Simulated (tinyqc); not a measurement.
Tight binding, dimerised chain, step by step. One step of it, computed by the program tinyqc.

Task: Bloch Hamiltonian at k. H_AA = +delta, H_BB = -delta, H_AB = -t1 - t2 exp(-i k a).

Parameters chosen for this model:
```
parameter     value                      unit
t1         1.620000       eV, inside the cell
t2         1.810000         eV, between cells
delta      0.480000  eV, +/- on the two sites
```

k point k (2 pi / a): 0.430000

Give: H(k) at k.

Result:

H(k) at k (eV):
```
                A               B
A          0.4800  0.0177+0.7707i
B  0.0177-0.7707i         -0.4800
```
